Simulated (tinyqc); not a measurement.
Gas flow in a process chamber: flow regimes, conductance, effective pumping speed, pump-down, outgassing and purge: one step, computed by the program tinyqc. Command: `OMP_NUM_THREADS=1 python tinyqc.py 3120502 3120503 out.jsonl pump walk`. One thread of a shared host (Intel(R) Xeon(R) Processor @ 2.30GHz), about 0.1 s of CPU time with the checks.

Ideal gas, isothermal flow, a pump of constant speed at the end of a round pipe; process gas, volume gas and outgassing are given the same properties. 1 sccm = 101325 Pa x 1e-6 m^3/60 s x T/273.15 K.

Task: Time to base pressure. From the outgassing limit: t = 1 h x (q_1 A/(S_eff p_target))^(1/n) - 10 s; monolayer time at the target = 1e19 m^-2 x 4 k_B T/(p c) for unit sticking.

Inputs (values chosen for the exercise, modelled on water vapour near room temperature):
```
quantity,value,unit
temperature T,293,K
wall area,1.6,m^2
outgassing rate after 1 h,2.3e-06,Pa m^3/(s m^2)
outgassing exponent n,0.96,-
target base pressure,2e-05,Pa
```

S_eff in molecular flow = 5.294283 L/s

mean speed c = 586.7371 m/s

Constants: k_B = 1.380649e-23 J/K.

Give: time to the target; monolayer time.

Result:

time to the target = 40.29 h

monolayer time = 13.79 s
